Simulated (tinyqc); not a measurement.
Dopants and charged point defects at anneal temperature: Fermi-level effect, clustering and pairing. From active density A back to cluster binding energy E_b. Computed by tinyqc, a small Python program. Command: `OMP_NUM_THREADS=1 python tinyqc.py 3013588 3013589 out.jsonl pairing inv`. One thread of a shared host (Intel(R) Xeon(R) Processor @ 2.30GHz), about 0.04 s of CPU time with the checks.

Boltzmann statistics and full ionisation of active dopants. Energies are counted from the valence band; the defect (a vacancy or self-interstitial) has five charge states, with all degeneracy factors one.

Inputs (values chosen for the exercise, with bands modelled on InP):
```
quantity                       value   unit
gap at 0 K E_g0                 1.43     eV
Varshni alpha               0.000374   eV/K
Varshni beta                     167      K
electron mass m_e             0.0764    m_0
valleys M_c                        1      -
hole mass m_h                  0.583    m_0
anneal temperature T             930      K
total dopant density N       1.4e+19  cm^-3
site density N_s             3.7e+22  cm^-3
dopant atoms per cluster k         2      -
```

Dopant: donor. Second part: clustering of the dopant.

Constants: m_0 = 9.1093837015e-31 kg; k_B = 1.380649e-23 J/K; h = 6.62607015e-34 J s; k_B = 8.617333262e-05 eV/K.

Method:
- E_g = E_g0 - alpha T^2/(T + beta).
- N_c = 2 M_c (2 pi m_e k_B T/h^2)^(3/2) and N_v = 2 (2 pi m_h k_B T/h^2)^(3/2), masses in units of m_0.
- n_i = sqrt(N_c N_v) exp(-E_g/2 k_B T); E_i = E_g/2 + (k_B T/2) ln(N_v/N_c).
- n = A/2 + sqrt(A^2/4 + n_i^2) for an active density A.
- k ionised dopants and k carriers form one neutral cluster: C = N_s (A/N_s)^k (n/N_b)^k exp(E_b/k_B T), N_b the effective density of states of the majority band, and N = A + k C (60 bisections in ln A between ln N - 90 and ln N).

Task: A run gave the result below. Find the cluster binding energy E_b, known to lie between 0.83 and 1.2 eV.

active density A = 1.2891e+18 cm^-3

Result:

Each step takes the trial c = (a f_b - b f_a)/(f_b - f_a), f being the result less the target and a, b, c the logarithms of the listed values; c replaces end b, the old b replaces a if the sign of f changed, and otherwise f_a is halved.

Scan of the range:
```
cluster binding energy E_b (eV)  active density A (cm^-3)
0.830                                         2.72863e+18
0.883                                         2.33285e+18
0.939                                         1.97382e+18
0.998                                         1.65285e+18
1.060                                         1.36991e+18
1.130                                         1.10685e+18
1.200                                         8.93356e+17
```

False position (Illinois rule, in the logarithm of the input) inside the bracket:
```
step    end a    end b    trial  active density A (cm^-3)
1     1.06000  1.13000  1.08103               1.28507e+18
2     1.06000  1.08103  1.07911               1.29261e+18
3     1.08103  1.07911  1.08000               1.28910e+18
4     1.07911  1.08000  1.08000               1.28910e+18
5     1.07911  1.08000  1.08000               1.28910e+18
6     1.08000  1.08000  1.08000               1.28910e+18
```

Active density A falls at every point of a 13-point scan of the range (every second point is shown), so one value fits; it is bracketed by 1.06 and 1.13. Answer: cluster binding energy E_b = 1.080 eV.
